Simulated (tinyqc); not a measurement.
How the errors depend on the field: Haynes-Shockley experiment: drift, diffusion and decay of a minority-carrier pulse. Computed by tinyqc, a small Python program. Command: `OMP_NUM_THREADS=1 python tinyqc.py 3112618 3112619 out.jsonl haynes walk`. One thread of a shared host (Intel(R) Xeon(R) Processor @ 2.30GHz), about 0.01 s of CPU time with the checks.

A thin sheet of excess carriers is made at x = 0, t = 0 in a long uniform bar; injection is low, so the pulse moves with the minority mobility.

Inputs (values chosen for the exercise, modelled on electrons in p-type germanium in a lightly doped bar):
```
quantity                       value         unit
minority mobility mu            4050   cm^2/(V s)
lifetime tau                     140  microsecond
temperature T                    330            K
field F                           24         V/cm
distance d to the collector     0.91           cm
injected sheet density N0    1.1e+10       1/cm^2
```

Constants: k_B = 8.617333262e-05 eV/K.

Method:
- D = mu k_B T/e, v = mu F.
- Transit time d/v, diffusion length sqrt(D tau), drift length v tau, Peclet number v d/D = e F d/(k_B T).
- dn(x, t) = N0/sqrt(4 pi D t) exp(-(x - v t)^2/(4 D t) - t/tau).
- At fixed x the signal peaks where d ln(dn)/dt = 0: a t^2 + t/2 - x^2/(4 D) = 0 with a = v^2/(4 D) + 1/tau.
- The full width at half maximum is found by solving dn(x, t) = peak/2 on both sides of the peak.
- With w that width: mu = d/(F t_p); D = (w d)^2/(16 ln2 t_p^3). The field is scaled by the factors listed.

D = 115.171 cm^2/s

Errors of the simple reading:
```
factor  F (V/cm)   v d/D  v^2 tau/(4 D)  error of mu (%)  error of D (%)
0.5         12.0   384.0     7.1779e+02          0.33039         0.44171
0.7         16.8   537.6     1.4069e+03          0.22172         0.31539
1.0         24.0   768.0     2.8712e+03          0.14770         0.22070
1.5         36.0  1152.0     6.4601e+03          0.09458         0.14708
2.5         60.0  1920.0     1.7945e+04          0.05488         0.08823
4.0         96.0  3072.0     4.5939e+04          0.03365         0.05513
7.0        168.0  5376.1     1.4069e+05          0.01896         0.03150
```

What follows from these numbers?

The error of mu falls from 0.330 to 0.0190 %. For large v d/D it is about D/(v d) + 2 D/(v^2 tau), here 0.0190 % in the last row: one part from spreading, one from recombination.

Extremes, crossings and ranges named in words are read from the listed rows.
